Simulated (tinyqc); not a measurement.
Inputs raised by 5 %, one at a time: crystal pulling from the melt: segregation, interface stability, heat balance and point-defect regime. Computed by tinyqc, a small Python program. Command: `OMP_NUM_THREADS=1 python tinyqc.py 3005763 3005764 out.jsonl pull sens`. One thread of a shared host (Intel(R) Xeon(R) Processor @ 2.30GHz), about 0.01 s of CPU time with the checks.

A dilute solute; steady pulling with a flat interface unless it is found unstable.

Inputs (values chosen for the exercise, modelled on germanium in silicon): equilibrium coefficient k0 = 0.34; initial melt concentration C0 = 1.5e+17 1/cm^3; diffusivity in the melt D = 0.00017 cm^2/s; kinematic viscosity nu = 0.0032 cm^2/s; crystal rotation = 30 rpm; pull rate V = 1.2 mm/min; gradient in the melt G_L = 17 K/cm; latent heat per volume L = 4080 J/cm^3; melting point T_m = 1685 K; frozen fraction g = 0.36.

Loss from the melt surface: none.

Constants: k_B = 1.380649e-23 J/K.

Method:
- delta = 1.61 D^(1/3) nu^(1/6) omega^(-1/2), omega = 2 pi rpm/60; k_eff = k0/[k0 + (1 - k0) exp(-V delta/D)] (Burton, Prim and Slichter); the melt at the interface is enriched by k_eff/k0.
- Axial profile: C_s = k_eff C0 (1 - g)^(k_eff - 1); bulk melt C_L = C_s/k_eff. Usable fraction: the g at which C_s has changed by 30 % from its first value (0.99 at most).
- Liquidus slope per concentration (van 't Hoff): |m| = k_B T_m^2 (1 - k0)/L. Solute gradient at the interface: G_C = (V/D) C_s (1 - k0)/k0. Constitutional supercooling sets in when |m| G_C > G_L. Critical C_s from the equality.

Runs:
```
input moved                                from         to    k_eff  C_s (1/cm^3)  critical C_s (1/cm^3)  usable fraction
base run                                      -          -  0.39268    7.7240e+16             1.1739e+20          0.35079
equilibrium coefficient k0                 0.34      0.357  0.41068    8.0134e+16             1.2986e+20          0.35930
initial melt concentration C0 (1/cm^3)  1.5e+17  1.575e+17  0.39268    8.1102e+16             1.1739e+20          0.35079
diffusivity in the melt D (cm^2/s)      0.00017  0.0001785  0.39095    7.6959e+16             1.2326e+20          0.35000
kinematic viscosity nu (cm^2/s)          0.0032    0.00336  0.39313    7.7312e+16             1.1739e+20          0.35100
crystal rotation (rpm)                       30       31.5  0.39138    7.7029e+16             1.1739e+20          0.35019
pull rate V (mm/min)                        1.2       1.26  0.39540    7.7680e+16             1.1180e+20          0.35205
gradient in the melt G_L (K/cm)              17      17.85  0.39268    7.7240e+16             1.2326e+20          0.35079
```

Exponents ln(y'/y) / ln(x'/x):
```
input                           k_eff     C_s  critical C_s  usable fraction
equilibrium coefficient k0      0.918   0.754          2.07            0.491
initial melt concentration C0   0.000   1.000          0.00            0.000
diffusivity in the melt D      -0.091  -0.075          1.00           -0.047
kinematic viscosity nu          0.023   0.019          0.00            0.012
crystal rotation               -0.068  -0.056          0.00           -0.035
pull rate V                     0.141   0.116         -1.00            0.073
gradient in the melt G_L        0.000   0.000          1.00            0.000
```

Which inputs matter most for each result?

Among the inputs moved here: k_eff answers most in size to equilibrium coefficient k0 (exponent +0.918), next to pull rate V (+0.141); its exponent is below 0.0005 for initial melt concentration C0, gradient in the melt G_L. Its exponent 0.000 in initial melt concentration C0: dilute solute. C_s answers most in size to initial melt concentration C0 (exponent +1.000), next to equilibrium coefficient k0 (+0.754); its exponent is below 0.0005 for gradient in the melt G_L. Its exponent +1.000 in initial melt concentration C0: dilute solute. Critical C_s answers most in size to equilibrium coefficient k0 (exponent +2.070), next to diffusivity in the melt D (+1.000); its exponent is below 0.0005 for initial melt concentration C0, kinematic viscosity nu, crystal rotation. Its exponent +1.000 in diffusivity in the melt D: G_C goes as 1/D. Its exponent -1.000 in pull rate V: G_C is proportional to V. usable fraction answers most in size to equilibrium coefficient k0 (exponent +0.491), next to pull rate V (+0.073); its exponent is below 0.0005 for initial melt concentration C0, gradient in the melt G_L.
